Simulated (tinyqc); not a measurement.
# One-dimensional ballistic tunnel FET, two-band WKB: effect of temperature

A p-type source for x < 0 with its Fermi level at 0 and its valence edge at ds; in the channel the bands fall as D exp(-x/lam) towards their flat values, with the conduction edge at Ec = ds - dP and D = dP + Eg. The gate moves dP one to one. The drain Fermi level lies at -Vd and the drain side reflects nothing. For w = E - Ec between 0 and dP an electron crosses the gap. Two-band dispersion with equal masses m: inside the gap kappa = sqrt(m u (1 - u/Eg)/C), u the distance from a band edge, C = hbar^2/(2 m0).

S(w) = 2 lam int_0^Eg kappa(u) du/(w + Eg - u) = 2 pi lam sqrt(m/(C Eg)) [w + Eg/2 - sqrt(w (w + Eg))], T(w) = exp(-S). I = g (2 q^2/h) int_0^dP T(w) [f(E) - f(E + Vd)] dw, E = ds - dP + w, f(x) = 1/(1 + exp(x/Vt)). Swing = d(dP)/d(log10 I).

Inputs (values chosen for the exercise); band and dielectric values close to those of indium phosphide: band gap Eg = 1.36 eV; band-edge mass of the two-band model m = 0.08 m0; screening length of the source junction lam = 5 nm; source valence edge above the source Fermi level ds = 0.13 eV; drain bias Vd = 0.2 V; number of degenerate subbands (spin apart) g = 2; tunnelling window Ev(source) - Ec(channel) dP = 0.3 eV.

Constants: q = 1.602176634e-19 C, kB = 1.380649e-23 J/K, hbar = 1.054571817e-34 J s, h = 6.62607015e-34 J s, m0 = 9.1093837015e-31 kg, Vt = kB T/q, hbar^2/(2 m0) = 0.0380998212 eV nm^2. Results are converted to the units shown.

Results:
```
T (K)    I (uA)  swing (mV/decade)  Vt ln 10 (mV/decade)
77     9.065e-6              75.27                 15.28
200    1.228e-5              83.11                 39.68
250    1.451e-5              87.55                 49.61
300    1.717e-5              92.00                 59.53
350    2.011e-5              96.11                 69.45
400    2.317e-5              99.73                 79.37
```

Estimate the missing row, T = 150 K.

Computed row:
```
T (K)    I (uA)  swing (mV/decade)  Vt ln 10 (mV/decade)
150    1.058e-5              79.20                 29.76
```

With this row back in the table: I rises from 9.07e-6 to 2.32e-5 uA, and the swing rises from 75.3 to 99.7 mV/decade, while the thermionic limit rises from 15.3 to 79.4 mV/decade. Gap and mass are held fixed.

Numbers from tinyqc (`OMP_NUM_THREADS=1 python tinyqc.py 2620071 2620072 out.jsonl`; about 0.01 s on one thread of a shared Intel Xeon 2.30GHz).
